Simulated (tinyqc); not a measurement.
Inside a calculation. Model: ellipsometry and reflectance of a transparent film on an absorbing substrate.

Program tinyqc, `OMP_NUM_THREADS=1 python tinyqc.py 2870163 2870164 out.jsonl`; Intel Xeon 2.30GHz, shared host, one thread, about 0.01 s. Printed values are rounded.

Air (index 1), film, substrate with N2 = n2 - i k2; time factor exp(+i w t). q_j = sqrt(N_j^2 - sin^2 th), root with positive real part. Fresnel coefficients r_s = (q_a - q_b)/(q_a + q_b), r_p = (N_b^2 q_a - N_a^2 q_b)/(N_b^2 q_a + N_a^2 q_b). tan(Psi) exp(i Delta) = R_p/R_s, Delta taken from 0 to 360 degrees.

Parameters, values chosen for the exercise; indices close to those of titanium dioxide on silicon: wavelength lam = 800 nm; angle of incidence th = 70 degrees; index of the transparent film n1 = 2.421; film thickness d = 11 nm; index of the substrate n2 = 3.692; extinction coefficient of the substrate k2 = 0.0065.

## Interface coefficients and thickness period

q0, q1, q2 and the coefficients r01 and r12 for p and s; the results repeat in d with the period lam/(2 q1).

q0 = 0.3420201
q1 = 2.231192
q2 = 3.570412-0.006721i
r01,p = -0.05347911
r01,s = -0.7341687
r12,p = 0.1847691-0.0007913i
r12,s = -0.2308372+0.0008911i
period = 179.2764 nm

## Psi, Delta and reflectances

beta = 2 pi d q1/lam, X = exp(-2 i beta), R = (r01 + r12 X)/(1 + r01 r12 X) for p and s.

beta = 0.1927612 rad
X = 0.9266021-0.3760432i
R_p = 0.1182438-0.0713102i
R_s = -0.8209488+0.0300956i
Psi = 9.541404 degrees
Delta = 151.0062 degrees
|R_p|^2 = 0.01906673
|R_s|^2 = 0.6748627

The bare substrate gives Psi = 9.129 and Delta = 179.67 degrees.
